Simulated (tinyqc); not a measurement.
Interfaces: Cahn-Hilliard equation on a periodic one-dimensional grid. Computed by tinyqc, a small Python program. Command: `OMP_NUM_THREADS=1 python tinyqc.py 3000522 3000523 out.jsonl cahn walk`. One thread of a shared host (Intel(R) Xeon(R) Processor @ 2.30GHz), about 0.05 s of CPU time with the checks.

Free energy F = h sum_j [A (c_j^2 - 1)^2/4 + (kappa/2) ((c_(j+1) - c_j)/h)^2]; dc/dt = Lap(mu), mu = A (c^3 - c) - kappa Lap(c), Lap(y)_j = (y_(j+1) - 2 y_j + y_(j-1))/h^2, mobility 1; the grid has n = 16 points.

Inputs (values chosen for the exercise, in reduced units): spacing h = 0.91; well depth A = 1.2; gradient coefficient kappa = 0.46; mean composition c0 = -0.37; noise amplitude = 0.1; time step dt = 0.057; end time = 60.

Scheme: explicit Euler.

Method:
- Start: c_j = c0 + amplitude x (z_j - mean of z).
- c(new) = c + dt Lap(mu).
- Run to the end time; break off if |c| exceeds 3 or F has risen by more than 1e-9 in more than 30 steps. Domains = stretches with c > c0.
- Continuum wall between c = -1 and +1: c = tanh(x/w), w = sqrt(2 kappa/A), energy s = (2/3) sqrt(2 kappa A). With two walls per domain, the estimate of F at the end is 2 x domains x s. Volume fraction of the +1 phase by the lever rule: (1 + c0)/2.

random numbers: [0.470, -0.554, 0.839, 0.542, 0.093, -0.868, 0.371, -0.964, -0.327, 0.752, 0.584, 0.942, 0.298, 0.693, -0.405, 0.183]

Course:
```
step       t        F      min c      max c  domains
0      0.000  3.26577  -0.482956  -0.292356        4
21     1.197  3.24587  -0.452689  -0.279966        2
53     3.021  3.23469  -0.486103  -0.216910        2
105    5.985  3.15581  -0.576895   0.034511        2
158    9.006  2.81436  -0.753117   0.507806        2
211   12.027  2.56447  -0.904978   0.718032        2
316   18.012  2.50855  -0.957212   0.810999        2
421   23.997  2.47542  -0.950964   0.850902        2
579   33.003  2.32583  -0.916794   0.898314        2
737   42.009  1.50784  -0.890501   0.917318        1
895   51.015  1.31345  -0.987431   0.968749        1
1053  60.021  1.30885  -0.997454   0.977880        1
```

F at the end = 1.30885

wall half width w = 0.87560

wall energy s = 0.70048

estimate of F = 1.4010

volume fraction = 0.315

w/h = 0.96219

What does the comparison show, and why?

The run ends at F = 1.3088, 0.93 of the estimate: walls this close overlap, or the grid resolves them poorly. Caution: the half width of the wall is below the grid spacing, so the wall is barely resolved and feels the grid.
